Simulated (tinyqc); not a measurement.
# Inverter chain driving a load

N inverters, each f = Hc^(1/N) times larger than the one before: delay tau N (f + pp). Switched capacitance in units of the first input, with output capacitance pp times the input: Hc + (1 + pp)(Hc - 1)/(f - 1).

Inputs (values chosen for the exercise):
```
symbol,value,unit,meaning
Hc,69,,load over the input capacitance of the chain
pp,1,,parasitic delay of an inverter
tau,4.1,ps,delay unit
```

Result of one run:
```
N	f	delay (ps)	switched capacitance
3	4.102	62.75	112.8
```

What becomes of these results when the number of stages N is changed from 3 to 5, all else the same?

Result of the changed run:
```
N	f	delay (ps)	switched capacitance
5	2.332	68.31	171.1
```

The whole series:
```
N	f	delay (ps)	switched capacitance
1	69.00	287.0	71.00
2	8.307	76.31	87.61
3	4.102	62.75	112.8
4	2.882	63.67	141.3
5	2.332	68.31	171.1
6	2.025	74.42	201.7
7	1.831	81.25	232.7
```

The delay goes from 287 through a minimum of 62.7 (at N = 3 among the rows listed) to 81.3 ps. The best stage effort solves pp + rho (1 - ln rho) = 0, rho = 3.59, which gives N = ln Hc/ln rho = 3.31. One stage fewer than the best costs 22 % in delay and saves 22 % of the switched capacitance.

Numbers from tinyqc (`OMP_NUM_THREADS=1 python tinyqc.py 2082133 2082134 out.jsonl`; about 0.01 s on one thread of a shared Intel Xeon 2.30GHz).
